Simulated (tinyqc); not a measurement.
Chemical vapour deposition: Grove model, boundary layer, depletion and step coverage. Inputs raised by 5 %, one at a time. Computed by tinyqc, a small Python program. Command: `OMP_NUM_THREADS=1 python tinyqc.py 3027289 3027290 out.jsonl cvd sens`. One thread of a shared host (Intel(R) Xeon(R) Processor @ 2.30GHz), about 0.02 s of CPU time with the checks.

A precursor diffuses to the surface and reacts there at first order; each molecule that reacts adds one formula unit of film.

Inputs (values chosen for the exercise, close to those used for tungsten from its fluoride):
```
quantity                                            value                unit
prefactor k0 of k_s                                440000                cm/s
activation energy E                                  0.75                  eV
temperature T                                         400                   C
total pressure p                                       24                torr
mole fraction of the precursor Y                   0.0014                   -
gas diffusivity D0 at 273.15 K and 760 torr          0.41              cm^2/s
film density N                                    6.3e+22  formula units/cm^3
precursor mass M                                      298                   u
trench width w                                      0.061                  um
aspect ratio of the trench                             40                   -
gas velocity U                                         36                cm/s
kinematic viscosity nu0 at 273.15 K and 760 torr     0.19              cm^2/s
susceptor length L                                     26                  cm
channel height b                                      6.6                  cm
```

Reactor: horizontal, reduced pressure.

Constants: k_B = 1.380649e-23 J/K; u = 1.6605390666e-27 kg; k_B = 8.617333262e-05 eV/K.

Method:
- k_s = k0 exp(-E/(k_B T)); C_g = Y p/(k_B T), 1 torr = 133.322 Pa; D = D0 (T/273.15)^1.75 (760/p).
- Temperatures in kelvin are T(C) + 273.15.
- Mean speed c = sqrt(8 k_B T/(pi M)); reactive sticking probability beta = 4 k_s/c.
- nu = nu0 (T/273.15)^1.75 (760/p); Re = U L/nu; mean boundary layer delta = (2/3) L/sqrt(Re), at most b/2; h_g = D/delta.
- Fluxes in series: C_s = C_g/(1 + k_s/h_g); growth rate G = k_s h_g/(k_s + h_g) C_g/N; 1 cm/s = 6e8 nm/min.
- Plug flow: U b dC/dx = -k_eff C with k_eff = k_s h_g/(k_s + h_g), so C falls as exp(-k_eff x/(U b)); the used share of the precursor is 1 - C(L)/C(0).
- In a long trench of width w and depth l = aspect ratio x w: Knudsen diffusivity D_K = (2w) c/3 (hydraulic diameter 2w), combined as 1/D_e = 1/D_K + 1/D; D_e d2C/dz2 = 2 k_s C/w with D_e dC/dz = -k_s C at the floor. With m = sqrt(2 k_s/(w D_e)): C(floor)/C(top) = 1/[cosh(m l) + (k_s/(D_e m)) sinh(m l)].

Runs; columns: (1) input moved; (2) from; (3) to; (4) growth rate G at the inlet (nm/min); (5) rate at the outlet over rate at the inlet; (6) step coverage; (7) modulus m l:
```
(1)                                                      (2)      (3)     (4)      (5)      (6)      (7)
base run                                                   -        -  4.6580  0.89491  0.89074  0.48436
activation energy E (eV)                                0.75   0.7875  2.4990  0.94217  0.94016  0.35058
total pressure p (torr)                                   24     25.2  4.8849  0.89503  0.89073  0.48437
mole fraction of the precursor Y                      0.0014  0.00147  4.8909  0.89491  0.89074  0.48436
gas diffusivity D0 at 273.15 K and 760 torr (cm^2/s)    0.41   0.4305  4.6689  0.89467  0.89075  0.48434
gas velocity U (cm/s)                                     36     37.8  4.6635  0.89954  0.89074  0.48436
susceptor length L (cm)                                   26     27.3  4.6523  0.89008  0.89074  0.48436
```

Exponents ln(y'/y) / ln(x'/x):
```
input                                        growth rate G at the inlet  rate at the outlet over rate at the inlet  step coverage  modulus m l
activation energy E                                             -12.763                                      1.055          1.107       -6.625
total pressure p                                                  0.975                                      0.003          0.000        0.001
mole fraction of the precursor Y                                  1.000                                      0.000          0.000        0.000
gas diffusivity D0 at 273.15 K and 760 torr                       0.048                                     -0.005          0.000       -0.001
gas velocity U                                                    0.024                                      0.106          0.000        0.000
susceptor length L                                               -0.025                                     -0.111          0.000        0.000
```

Among the inputs moved here: growth rate G at the inlet answers most in size to activation energy E (exponent -12.763), next to mole fraction of the precursor Y (+1.000). Its exponent +0.975 in total pressure p: reaction control: C_g is proportional to p. Its exponent +1.000 in mole fraction of the precursor Y: first-order kinetics. Rate at the outlet over rate at the inlet answers most in size to activation energy E (exponent +1.055), next to susceptor length L (-0.111); its exponent is below 0.0005 for mole fraction of the precursor Y. step coverage answers most in size to activation energy E (exponent +1.107); its exponent is below 0.0005 for total pressure p, mole fraction of the precursor Y, gas diffusivity D0 at 273.15 K and 760 torr, gas velocity U, susceptor length L. modulus m l answers most in size to activation energy E (exponent -6.625); its exponent is below 0.0005 for mole fraction of the precursor Y, gas velocity U, susceptor length L.

Caution (all rows): the hydraulic-diameter form of D_K is rough for a slit.
